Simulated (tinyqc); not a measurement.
Inside a calculation. Method: Pariser-Parr-Pople SCF with singles CI, for the molecule c1ccc2ccnc-2cc1 (SMILES; centres numbered as the heavy atoms are written). One step of it, computed by the program tinyqc.

Problem. Singles CI, singlets. Over the 4 single excitations with the smallest orbital gaps: A = (e_a - e_i) delta + 2 (ia|jb) - (ij|ab), with (pq|rs) = sum c_mp c_mq gamma_mn c_nr c_ns. f = 2/3 w |mu|^2 in atomic units, mu = sqrt2 sum c_ia sum_m c_mi c_ma R_m.

orbital energies (eV): -15.642362  -13.974207  -12.932646  -10.683439  -9.827257  -2.219003  -1.527108  1.897361  2.890201  3.408819

coefficients:
```
          MO1        MO2        MO3        MO4        MO5        MO6        MO7        MO8
1C   0.280504   0.489620  -0.092990   0.334058   0.159839   0.505258  -0.044836   0.496779
2C   0.295241   0.417263   0.318880   0.297407  -0.239914  -0.173028  -0.459802  -0.446998
3C   0.322528   0.158647   0.478519  -0.136287  -0.266040  -0.390256   0.421532   0.301328
4C   0.388968  -0.152260   0.352501  -0.417279   0.127668   0.371127   0.183514  -0.066100
5C   0.240018  -0.241190   0.252379  -0.000366   0.636239  -0.015394  -0.270563  -0.215414
6C   0.219425  -0.322863   0.031126   0.405154   0.310891  -0.332129  -0.031361   0.369272
7N   0.333960  -0.431667  -0.202023   0.499467  -0.317678   0.044566   0.268421  -0.198078
8C   0.407622  -0.251547  -0.206471  -0.227790  -0.352484   0.323417  -0.260362   0.003205
9C   0.327329   0.058105  -0.446625  -0.372606  -0.013311  -0.439888  -0.352331   0.247324
10C  0.297059   0.349873  -0.434567  -0.054013   0.320969  -0.118781   0.486870  -0.418398

           MO9       MO10
1C   -0.178042  -0.003984
2C    0.162837   0.152810
3C   -0.165698  -0.322849
4C    0.151726   0.558605
5C   -0.415187  -0.351423
6C    0.574568   0.089761
7N   -0.401558   0.190828
8C    0.318554  -0.527191
9C   -0.278704   0.307423
10C   0.219995  -0.141254
```

repulsion gamma_rs (eV):
```
            1C         2C         3C         4C         5C         6C         7N         8C
1C   11.130000   7.555349   5.079327   4.233299   3.049299   2.677056   3.060505   4.233299
2C    7.555349  11.130000   7.553271   5.078313   3.592968   2.906029   3.097324   4.233184
3C    5.079327   7.553271  11.130000   7.552663   5.171533   3.755187   3.753326   5.078555
4C    4.233299   5.078313   7.552663  11.130000   7.554850   5.520570   5.587182   7.553862
5C    3.049299   3.592968   5.171533   7.554850  11.130000   7.552804   5.585792   5.519866
6C    2.677056   2.906029   3.755187   5.520570   7.552804  11.130000   7.728064   5.520570
7N    3.060505   3.097324   3.753326   5.587182   5.585792   7.728064  12.300000   7.730255
8C    4.233299   4.233184   5.078555   7.553862   5.519866   5.520570   7.730255  11.130000
9C    5.079327   4.233612   4.233148   5.078555   3.732715   3.755187   5.226768   7.552663
10C   7.555349   5.080158   4.233612   4.233184   3.085711   2.906029   3.611338   5.078313

            9C        10C
1C    5.079327   7.555349
2C    4.233612   5.080158
3C    4.233148   4.233612
4C    5.078555   4.233184
5C    3.732715   3.085711
6C    3.755187   2.906029
7N    5.226768   3.611338
8C    7.552663   5.078313
9C   11.130000   7.553271
10C   7.553271  11.130000
```

Centres (angstrom, eV; a flat drawing with bonds scaled to 1.40 angstrom):
```
centre          x          y  core charge z          W   gamma_rr
1C       2.531000   0.000000              1  11.160000  11.130000
2C       1.924000   1.261000              1  11.160000  11.130000
3C       0.559000   1.573000              1  11.160000  11.130000
4C      -0.536000   0.700000              1  11.160000  11.130000
5C      -1.867000   1.133000              1  11.160000  11.130000
6C      -2.690000   0.000000              1  11.160000  11.130000
7N      -1.867000  -1.133000              1  14.100000  12.300000
8C      -0.536000  -0.700000              1  11.160000  11.130000
9C       0.559000  -1.573000              1  11.160000  11.130000
10C      1.924000  -1.261000              1  11.160000  11.130000
```

Give: singlet CI matrix; singlet excitation energies; oscillator strengths.

Solution.

singlet CI matrix (eV):
```
        5>6     5>7     4>6     4>7
5>6   3.123   0.253   0.445  -0.851
5>7   0.253   4.429   0.953  -0.026
4>6   0.445   0.953   4.361  -0.070
4>7  -0.851  -0.026  -0.070   5.097
```

singlet excitation energies (eV): 2.712  3.459  5.188  5.651

oscillator strengths: 0.038  0.002  0.874  2.053
